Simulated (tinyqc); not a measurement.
Gamma, L and X subbands of a thin body with non-parabolic valleys, step by step. Values are carried at full precision from step to step, so a last printed digit may differ when a step is redone from the rounded ones.

Hard walls, flat band, c = hbar^2/2m0, energies from the bulk Gamma edge. For a valley at angle theta to the normal 1/m_z = cos^2/ml + sin^2/mt and m_d = sqrt(ml mt^2/m_z). Subband n starts at E_v + e with e (1 + a e) = c (n pi/t)^2/m_z, and its density-of-states mass is taken as m_d (1 + 2 a e), without further growth at higher in-plane energy. Groups are named by valley and degeneracy.

Constants: hbar^2/2m0 = 3.80998211 eV angstrom^2; kB = 8.617333262e-05 eV/K.

Inputs chosen for the exercise (near those of a thin Ge channel; not measured data): face = 100 (surface); mG = 0.0386 m0 (Gamma mass); aG = 1.02 1/eV (Gamma non-parabolicity); EL = -0.16 eV (L edge above Gamma); mL = (1.591, 0.082) m0 (L valleys (four, along <111>): ml, mt); EX = 0.021 eV (X edge above Gamma); mX = (0.931, 0.195) m0 (Delta valleys (six, along <100>): ml, mt); aS = 0.5 1/eV (non-parabolicity of L and X); t = 80 angstrom (body thickness); Ns = 9.7 x 1e12/cm^2 (sheet density); T = 300 K (temperature); eot = 10 angstrom (equivalent oxide thickness).

## Valley groups

List degeneracy, edge, m_z, m_d and a.

Groups:
```
group  g  E_v (eV)     m_z     m_d  a (1/eV)
G1     1     0.000  0.0386  0.0386      1.02
L4     4    -0.160  0.1199  0.2987      0.50
X2     2     0.021  0.9310  0.1950      0.50
X4     4     0.021  0.1950  0.4261      0.50
```

## Subband edges

n = 1 to 8 for each group; list the ten lowest.

Subbands:
```
subband  g   E (eV)  DOS mass
L4 n=1   4  -0.1121    0.3130
L4 n=2   4   0.0198    0.3524
X2 n=1   2   0.0273    0.1962
X2 n=2   2   0.0459    0.1999
X4 n=1   4   0.0507    0.4387
X2 n=3   2   0.0763    0.2058
X2 n=4   2   0.1173    0.2138
G1 n=1   1   0.1339    0.0491
X4 n=2   4   0.1350    0.4747
X2 n=5   2   0.1680    0.2237
```

The lowest subband is L4 n=1, 132 meV below L4 n=2; in the bulk the lowest valley is L.

## Filling and quantum capacitance

n_i = g m/(2 pi c) kB T ln(1 + exp((EF - E_i)/kB T)), sum n_i = Ns (1e12/cm^2 = 1e-4/angstrom^2), c = hbar^2/2m0. Quantum capacitance Cq = 1602.176634 sum g m/(2 pi c) f_i in microfarad/cm^2 with f_i = 1/(1 + exp((E_i - EF)/kB T)); Cox = 34.5313/eot (one gate); C/Cox = Cq/(Cq + Cox), the centroid term left out.

Over the ten listed subbands, named by valley (G, L, X), degeneracy and number.

EF = -0.1115 eV

n_i in the order of the list (1e12/cm^2): 9.535  0.094  0.020  0.010  0.036  0.003  0.001  0.000  0.001  0.000

Cq = 43.42 microfarad/cm^2
Cox = 3.453 microfarad/cm^2
C/Cox = 0.926

EF lies 1 meV above the lowest edge; Gamma holds 0 % of the electrons. The density of states is ample: only 7 % of the gate capacitance is lost.

## Checks

- Cq against the slope dNs/dEF by finite differences, microfarad/cm^2: both 43.42.

Computed by tinyqc, a small Python program: `OMP_NUM_THREADS=1 python tinyqc.py 1252642 1252643 out.jsonl` (the numbers bound the seed that draws the inputs); one thread of a shared host (Intel(R) Xeon(R) Processor @ 2.30GHz), about 0.03 s for the whole set of steps.
